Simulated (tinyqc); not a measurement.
Ballistic transport through the one-dimensional subbands of a rectangular nanowire or nanosheet channel: one step, computed by the program tinyqc. Command: `OMP_NUM_THREADS=1 python tinyqc.py 3025030 3025031 out.jsonl wire walk`. One thread of a shared host (Intel(R) Xeon(R) Processor @ 2.30GHz), about 0.02 s of CPU time with the checks.

Hard walls, parabolic subbands, transport along x. Energies are counted from the bulk conduction band edge at the top of the barrier, which the gate pulls down by U; the source Fermi level lies at the bulk edge when U = 0.

Problem. Conductance, capacitance and scattering. Linear conductance G = (2 e^2/h) sum_i g f(eta_i), g = 2, f = 1/(1 + exp(-eta_i)), with the barrier frozen at the eta_i above; current per perimeter I/(2(a + b)); with scattering, transmission lambda/(lambda + L) and low-bias resistance (1 + L/lambda)/G.

Inputs (values chosen for the exercise, modelled on silicon):

| quantity | value | unit |
|---|---|---|
| height a | 4 | nm |
| width b | 6.7 | nm |
| temperature T | 300 | K |
| mean free path for back-scattering lambda | 31 | nm |
| channel length L | 9.2 | nm |

Valleys: silicon [100] wire.

Occupation:

| subband | eta_i | n_i (1/nm) | I_i (microampere) |
|---|---|---|---|
| 1 | 4.006395 | 0.7653076 | 7.345310 |
| 2 | 1.716998 | 0.3885060 | 5.174624 |
| 3 | 1.041960 | 0.2839501 | 4.008768 |
| 4 | 0.660393 | 0.2310366 | 3.325822 |
| 5 | 0.449073 | 0.4377095 | 2.958560 |
| 6 | -0.853985 | 0.0808874 | 1.181604 |
| 7 | -1.100614 | 0.0659802 | 0.962313 |
| 8 | -3.566024 | 0.0066072 | 0.095336 |
| 9 | -3.818420 | 0.0051534 | 0.074333 |
| 10 | -3.898766 | 0.0047605 | 0.068659 |

ballistic current I = 25.19533 microampere

Constants: e = 1.602176634e-19 C; h = 6.62607015e-34 J s.

Give: open modes sum g f; ballistic conductance; current per perimeter; transmission; low-bias resistance with scattering.

Solution.

open modes sum g f = 8.912

ballistic conductance = 690.5 microsiemens

current per perimeter = 1177 microampere/micrometre

transmission = 0.7711

low-bias resistance with scattering = 1.878 kiloohm

Even without scattering the wire has h/(2 e^2 M) = 1.45 kiloohm, which sits in the contacts.
